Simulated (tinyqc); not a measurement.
Read current of a NAND string, cells in series solved by shooting: one step of the calculation.

Cells in series, numbered from 0 at the source line (0 V) to the bit line, each followed by a gap resistance Rg. A cell with gate Vg, threshold VT, source Vs and drain Vd passes I = 2 nf K Vt^2 [F(Vs) - F(Vd)]/(1 + th max(Vg - VT, 0)), F(V) = ln^2(1 + exp((Vg - VT - nf V)/(2 nf Vt))). The selected cell has Vg = Vr, the others Vg = Vp.

Question. Node voltages for a trial current. For a trial current I start at 0 V and, cell by cell (the selected one is cell 4), solve for the drain: sqrt(F(Vd)) = sqrt(F(Vs) - I/k), k = 2 nf K Vt^2/(1 + th max(Vg - VT, 0)), Vd = [Vg - VT - 2 nf Vt ln(exp(sqrt F) - 1)]/nf, then add I Rg.

Inputs (values chosen for the exercise); values of the order met in vertical NAND strings:
```
symbol  value    unit                                 meaning
T         300       K                             temperature
K          12  uA/V^2                   gain factor of a cell
nf        1.6                                    slope factor
th       0.08     1/V               mobility reduction factor
Rg        1.1    kohm     resistance of the gap between cells
Vbl       0.4       V                        bit-line voltage
Vp        7.8       V                            pass voltage
Vr       3.96       V  read voltage on the selected word line
```

Constants: q = 1.602176634e-19 C, kB = 1.380649e-23 J/K, Vt = kB T/q. Results are converted to the units shown.

first trial current = 1.5 uA
thresholds from the source end, cell 0 to 4 (V): [3.4, -2.1, 3.4, -2.1, 2.5]

Give: node voltage after each cell and gap, trial 1.

Answer.

node voltage after each cell and gap, trial 1, cell 0 to 4 (V): [0.040331, 0.064798, 0.10608, 0.13079, 0.25342]

Computed by the program tinyqc: `OMP_NUM_THREADS=1 python tinyqc.py 2142073 2142074 out.jsonl`, one thread of a shared Intel Xeon 2.30GHz, about 0.6 s for the whole run.
